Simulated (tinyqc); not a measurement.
Short-channel transistor, virtual-source model with series resistance: two steps of the calculation.

The current per gate width is the charge at the top of the source barrier (the virtual source) times its velocity times a saturation function; al and be are fitting constants of the model. Units: I in uA/um, Rs in ohm um, so I Rs = 1e-6 I Rs in volts; Q in uC/cm^2, so I = 1e-4 Q vx0 Fsat with vx0 in cm/s.

Inputs (values chosen for the exercise): temperature T = 350 K; inversion capacitance Cinv = 1.63 uF/cm^2; velocity at the virtual source vx0 = 3.08e7 cm/s; apparent mobility mu = 1400 cm^2/(V s); channel length L = 20 nm; threshold at zero drain voltage VT0 = 0.399 V; drain-induced barrier lowering dl = 0.183 V/V; subthreshold factor n0 = 1.42; growth of n with drain voltage nd = 0 1/V; threshold shift (in units of Vt) from weak to strong inversion al = 3.5; sharpness of saturation be = 1.6; series resistance of each contact Rs = 50 ohm um; gate voltage Vgs = 0.5 V; drain voltage Vds = 0.8 V.

Constants: q = 1.602176634e-19 C, kB = 1.380649e-23 J/K, Vt = kB T/q. Results are converted to the units shown.

Question 1. Current through the series resistance. Intrinsic voltages Vg' = Vgs - I Rs, Vd' = Vds - 2 I Rs. n = n0 + nd Vd', VT = VT0 - dl Vd', Ff = 1/(1 + exp((Vg' - VT + al Vt/2)/(al Vt))), Q = Cinv n Vt ln(1 + exp((Vg' - VT + al Vt Ff)/(n Vt))), Vdsat = (vx0 L/mu)(1 - Ff) + Vt Ff, Fsat = u/(1 + u^be)^(1/be) with u = Vd'/Vdsat, and I(out) = Q vx0 Fsat per width. (Fsat takes the sign of u.) I(new) = I(out).

I after iteration 1 = 1264.3783 uA/um

Wanted: Vg'; Vd'; VT; Ff; Q; Vdsat; Fsat; I(out); I after iteration 2.

Answer 1.

Vg' = 0.43678 V
Vd' = 0.67356 V
VT = 0.27574 V
Ff = 0.11654
Q = 0.28376 uC/cm^2
Vdsat = 0.042387 V
Fsat = 0.99259
I(out) = 867.51 uA/um
I after iteration 2 = 867.51 uA/um

Question 2. What the series resistance costs. n = n0 + nd Vd', VT = VT0 - dl Vd', Ff = 1/(1 + exp((Vg' - VT + al Vt/2)/(al Vt))), Q = Cinv n Vt ln(1 + exp((Vg' - VT + al Vt Ff)/(n Vt))), Vdsat = (vx0 L/mu)(1 - Ff) + Vt Ff, Fsat = u/(1 + u^be)^(1/be) with u = Vd'/Vdsat, and I = Q vx0 Fsat per width. I0 is the current for Rs = 0. Effective velocity I/Q; transit time L Q/I.

converged I = 960.25429 uA/um
I0 = 1264.3783 uA/um

Find: loss against I0; effective velocity; transit time.

Answer 2.

loss against I0 = 24.053 %
effective velocity = 3.0585e7 cm/s
transit time = 0.065391 ps

The carriers leave the virtual source at 99.3 % of vx0: the device is in saturation.

Computed by the program tinyqc: `OMP_NUM_THREADS=1 python tinyqc.py 2380132 2380133 out.jsonl`, one thread of a shared Intel Xeon 2.30GHz, about 0.01 s for the whole run.
